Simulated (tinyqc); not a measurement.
CMOS inverter, nodal equation and switching: course of the iteration: output voltage by Newton steps.

An n-channel pull-down (bn, VTn) and a p-channel pull-up (bp, VTp) share the input Vin and the output node Vout, which carries the load C. Transistor (EKV form, voltages against the body): I = 2 n b Vt^2 [F(vp - Vs) - F(vp - Vd)] from drain to source, F(v) = ln^2(1 + exp(v/(2 Vt))), vp = (Vg - VT + sg |Vd - Vs|)/n. n-channel bodies are at 0; for the p-channel device all voltages are counted down from Vdd. b in uA/V^2 gives I in uA. Static: In = Ip. Transient: C dVout/dt = Ip - In. No velocity saturation, no gate capacitance beyond C.

f = In - Ip at (Vin, Vout); G = df/dVout by a central difference with +/- 1e-6 V; Vout(new) = Vout - f/G.

Stop when Vout changes by less than 1e-9 V, or after 30 iterations.

Inputs (values chosen for the exercise): temperature T = 300 K; supply voltage Vdd = 0.8 V; slope factor n = 1.11; drain-induced barrier lowering sg = 0.102; n-channel threshold VTn = 0.42 V; p-channel threshold (magnitude) VTp = 0.34 V; gain factor of the pull-down transistor bn = 230 uA/V^2; gain factor of the pull-up transistor bp = 300 uA/V^2; input voltage Vin = 0.46 V.

Constants: q = 1.602176634e-19 C, kB = 1.380649e-23 J/K, Vt = kB T/q. Results are converted to the units shown.

Vout at the start = 0.4 V

Course of the iteration:

| iteration | Vout (V) | \|change\| (V) |
|---|---|---|
| 1 | 0.271855 | 0.128 |
| 2 | 0.272249 | 3.94e-4 |
| 3 | 0.272249 | 1.30e-8 |
| 4 | 0.272249 | < 1e-13 |

Did this iteration meet its convergence test, and what does its course show?

Yes. Converged in 4 iterations. The change falls from 0.13 in the first iteration to below the tolerance in the last.

Program tinyqc, `OMP_NUM_THREADS=1 python tinyqc.py 2340083 2340084 out.jsonl`; Intel Xeon 2.30GHz, shared host, one thread, about 0.03 s.
